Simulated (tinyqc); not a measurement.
# Six-transistor SRAM cell, nodal equations and margins: effect of the gain factor of the pull-up transistor

Two cross-coupled inverters (pull-down bn, pull-up bp) hold the nodes Q and QB; access transistors (ba, threshold VTn, gate on the word line at Vdd when selected) join them to the bit lines. Transistor (EKV form, voltages against the body): I = 2 n b Vt^2 [F(vp - Vs) - F(vp - Vd)] from drain to source, F(v) = ln^2(1 + exp(v/(2 Vt))), vp = (Vg - VT + sg |Vd - Vs|)/n. n-channel bodies are at 0; for the p-channel device all voltages are counted down from Vdd. b in uA/V^2 gives I in uA. For an access transistor the bit line is the drain and the node the source. In a read both bit lines are at Vdd. The cell is symmetric (no mismatch).

f(x) is the node voltage of one half-cell for input x: In = Ip in hold, In = Ip + Ia in a read. Static noise margin: side of the largest square between the curve (x, f(x)) and its mirror image (f(y), y); with h(c) the root x of f(x) - x = c, it is the maximum over c > 0 of h(c) - h(-c) + c. Q is the low node in a read and Iread the current of its access transistor. The write trip is the voltage to which the bit line of the high node must fall (the other staying at Vdd) for that state to vanish; higher is easier, and a negative value means that a grounded bit line does not write.

Inputs (values chosen for the exercise): temperature T = 300 K; supply voltage Vdd = 0.8 V; slope factor n = 1.16; drain-induced barrier lowering sg = 0.066; n-channel threshold VTn = 0.41 V; p-channel threshold (magnitude) VTp = 0.34 V; gain factor of the pull-down transistor bn = 210 uA/V^2; gain factor of the access transistor ba = 84 uA/V^2.

Constants: q = 1.602176634e-19 C, kB = 1.380649e-23 J/K, Vt = kB T/q. Results are converted to the units shown.

Effect of the gain factor of the pull-up transistor:
```
bp (uA/V^2)  hold margin (mV)  read margin (mV)  Q in a read (mV)  Iread (uA)  write trip (mV)
35                      326.5             197.9             64.21       4.803            179.5
50                      327.5             203.2             64.21       4.803            145.2
72                      327.4             208.5             64.21       4.803            103.6
100                     326.2             213.2             64.21       4.803            59.35
150                     323.5             218.9             64.21       4.803           -6.116
210                     320.2             223.4             64.21       4.803           -71.38
```

As bp goes from 35 to 210 uA/V^2, the read margin rises from 198 to 223 mV, the write trip falls from 179 to -71.4 mV and Iread stays near 4.80 uA. The read margin is 0.61 of the hold margin in the first row and 0.70 in the last. Read stability and write ability pull in opposite directions. For bp = 150 to 210 uA/V^2 the write trip is negative: the cell cannot be written without assist.

Program tinyqc, `OMP_NUM_THREADS=1 python tinyqc.py 2340148 2340149 out.jsonl`; Intel Xeon 2.30GHz, shared host, one thread, about 0.2 s.
